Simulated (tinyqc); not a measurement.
Worked calculation: overlap of hydrogenic dopants: pairs, impurity band and the Mott density. Values are carried at full precision from step to step, so a last printed digit may differ when a step is redone from the rounded ones.

Ry* = Ry m/eps^2, aB = a0 eps/m. For 1s orbitals a distance rho = R/aB apart, in Ry*: overlap S = exp(-rho)(1 + rho + rho^2/3), J = (2/rho)(1 - (1 + rho) exp(-2 rho)) (attraction to the other ion), Kx = 2 (1 + rho) exp(-rho) (exchange of one electron). One electron on a pair has E = -1 - (J +/- Kx)/(1 +/- S), without the repulsion 2/rho of the ions. Hopping after orthogonalisation: t = (Kx - S J)/(1 - S^2), half the splitting. Dopants on a lattice with z neighbours, n = (3 sqrt3/4)/R^3 (bcc), give a band of width B = 2 z t, as on any lattice of two interpenetrating sublattices. Valleys, central cells and disorder are left out.

Constants: Ry = 13.60569312 eV; a0 (Bohr radius) = 0.5291772105 angstrom; hbar = 6.58211957e-16 eV s.

Parameters, chosen for this exercise (an isotropic mass and dielectric constant of the size used for donors in GaN; shifted at random, so the results belong to these values and not to a real crystal):
- m = 0.186 m0 (mass)
- eps = 9.4 (dielectric constant)
- N = 0.0022 1/aB^3 (dopant density)
- rho = 3.8 aB (distance of a pair)
- u = 1.25 Ry* (cost of a second electron on one dopant)
- z = 8 (neighbours in the dopant lattice)

## Scales

Form Ry*, aB, and the density N in 1/cm^3 (1/angstrom^3 = 1e24/cm^3).

Ry* = 28.640 meV
aB = 26.743 angstrom
density = 1.150e+17 1/cm^3

## A pair with one electron

Form S, J, Kx, the two levels, t, and the total energy of the lower state with the repulsion, relative to a distant pair (-1).

S, J, Kx: [0.21506, 0.52505, 0.21476]

levels (Ry*): even -1.60887, odd -1.39531

t = 0.10678 Ry*
energy of the pair against a distant one (negative: bound) = -0.08255 Ry*

In this host the pair is 10.2 nm long and its splitting 2t is 6.12 meV.

## The pair with two electrons (two-site Hubbard model)

t is the hopping between the two dopants. Singlet at (u - sqrt(u^2 + 16 t^2))/2 below the triplet at 0; estimate 4 t^2/u; weight of double occupancy (1 - u/sqrt(u^2 + 16 t^2))/2; swap time pi hbar/Jx with Jx the splitting in eV. t and u are in units of Ry*.

singlet-triplet splitting (meV): exact 1.016, 4 t^2/u 1.045

double occupancy = 0.0269
swap time = 2.03 ps

The estimate is 2.8 % too high at 4t/u = 0.34.

## The impurity band at this density

Form R/aB, t, B = 2 z t and N^(1/3) aB. Two estimates of the gap between the Hubbard bands: u - B (rigid bands, closing at B = u) and the Hubbard-III rule, which closes at B = (2/sqrt3) u; give B/u.

R/aB = 8.3894
t = 0.00249 Ry*

B: in Ry* 0.040, in meV 1.140

N^(1/3) aB = 0.1301
B/u = 0.032

Both rules leave a gap: an insulator at T = 0. Mott's screening rule, N^(1/3) aB = 0.26, puts this density on the insulating side.

## Checks

- Overlap S against numerical integration in elliptic coordinates: both 0.21506.

(tinyqc, `OMP_NUM_THREADS=1 python tinyqc.py 1481758 1481759 out.jsonl`, Intel(R) Xeon(R) Processor @ 2.30GHz, 1 thread, shared host, about 0.01 s.)
